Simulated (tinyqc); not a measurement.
What moves the results: square lattice in a magnetic field (Harper-Hofstadter model). A value that a table varies takes the place of the one given here.

Landau gauge, lattice period 1: the magnetic cell has q sites j = 0 to q - 1 along x. H_jj = -2 ty cos(ky + 2 pi p j/q), H_(j,j+1) = -tx, and the bond from q - 1 back to 0 is H_(q-1,0) = -tx exp(i q kx). The levels depend on k only through cos(q kx) and cos(q ky), so the band edges lie at (0, 0) and (pi/q, pi/q).

Parameters, chosen for this exercise:
```
symbol  value  unit  meaning
tx      1.2    meV   hopping along x
ty      1.2    meV   hopping along y
Q       9            denominator
p       1            flux per plaquette p/q, in units of h/e
q       6
```

## Towards Landau levels

Flux 1/Q. Near the bottom of the band the mass gives hbar wc = 4 pi sqrt(tx ty)/Q and E_0 = -2 (tx + ty) + hbar wc/2. For each Q, p = 1 and q = Q.

Lowest band (meV):
```
Q    centre     width      E_0  spacing to band 2  hbar wc
3   -2.8392     0.878  -2.2867             2.8392   5.0265
4   -3.2649     0.258  -2.9150             2.6155   3.7699
5   -3.5211    0.0772  -3.2920             2.1708   3.0159
6   -3.7032    0.0230  -3.5434             1.8992   2.5133
8   -3.9478   0.00205  -3.8575             1.5330   1.8850
12  -4.2120  1.67e-05  -4.1717             1.0983   1.2566
20  -4.4376  1.20e-09  -4.4230             0.6962   0.7540
```

How do the results move?

The width falls from 0.878 to 1.2e-09 meV, by a factor 3.30 for each unit of Q at the end, so the band turns into a flat level. Its centre lies -0.553 meV from E_0 at Q = 3 and -0.015 meV at Q = 20; the spacing reaches 92 % of hbar wc, the shortfall coming from the non-parabolic band.

## Slices of the butterfly

Flux P/Q for each P (p = P, q = Q): the lowest edge, the first gap, the widest gap with its r (the lower one of a mirror pair) and t_r from r = Q s + P t, |t| <= Q/2, and the total width of the bands.

Spectra (meV):
```
flux  lowest edge  first gap  t of first gap  widest gap  its r  its t  total width
1/9       -4.0340     1.3909               1      1.3909      1      1       1.2042
2/9       -3.4576     0.0028              -4      1.9701      2      1       1.2389
4/9       -3.1566     0.3704              -2      1.7577      4      1       1.2330
```

What does this show, and why?

The widest gap carries t = 1 in every row, and its r equals P: it is the gap above the lowest Landau level, which holds P of the Q bands. The first gap is widest at 1/9 (t = 1) and narrowest at 2/9 (t = -4). The total width lies between 1.204 and 1.239 meV; its limit for large Q is 4 |tx - ty| = 0.0 meV.

## What each parameter does

Bottom and width of band 1, the first gap and the total width of all bands. Each row changes one parameter from the base and keeps the others.

Results:
```
case           bottom (meV)  width (meV)  first gap (meV)  total width (meV)
base                -3.7147       0.0230           1.7807             2.0244
tx = 1.44 meV       -4.0938       0.0285           1.9311             2.3749
ty = 0.9 meV        -3.2655       0.0265           1.5044             2.0537
p = 5               -3.7147       0.0230           1.7807             2.0244
q = 7               -3.8440       0.0069           1.6528             1.5414
```

What does this show?

The largest shifts from the base row, up to three for each result and ties (the steps differ in size, so this ranks the rows, not the parameters). bottom (meV): ty +0.4492, tx -0.3792, q -0.1293; unchanged at the printed digits by p. width (meV): q -0.0162, tx +0.0055, ty +0.0035; unchanged at the printed digits by p. first gap (meV): ty -0.2763, tx +0.1504, q -0.1279; unchanged at the printed digits by p. total width (meV): q -0.4830, tx +0.3504, ty +0.0293; unchanged at the printed digits by p. Flux p/q and 1 - p/q have the same spectrum: reversing the field leaves it alone, and one whole quantum is a gauge change.

tinyqc: `OMP_NUM_THREADS=1 python tinyqc.py 1282081 1282082 out.jsonl`; about 0.04 s, one thread, shared Intel(R) Xeon(R) Processor @ 2.30GHz.
